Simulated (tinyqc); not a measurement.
Channel mobility from two channel lengths.

Question. Two power MOSFETs differ only in channel length: R_on = R_rest + Lc (Wp + a)/(2 mch Cox Vov), Cox = 3.9 eps0/tox. Find mch and R_rest.

Values chosen for this exercise:

| symbol | value | unit | meaning |
|---|---|---|---|
| tox | 39 | nm | gate oxide thickness (eps_r 3.9) |
| Vov | 11 | V | gate overdrive |
| Wp | 6.2 | um | width of the p body in one cell, channels included |
| a | 2.1 | um | gap between neighbouring p bodies |

Constants: eps0 = 8.8541878128e-14 F/cm where lengths are in cm. Results are converted to the units shown.

R_on at Lc = 0.68 and 2 um (mohm cm^2): [1.7780144, 3.4823954]

Solution. R_on is a straight line in Lc; its slope gives mch and its intercept the rest.

mch = 33.0 cm^2/(V s)
R_rest = 0.900 mohm cm^2

Program tinyqc, `OMP_NUM_THREADS=1 python tinyqc.py 2230139 2230140 out.jsonl`; Intel Xeon 2.30GHz, shared host, one thread, about 0.01 s.
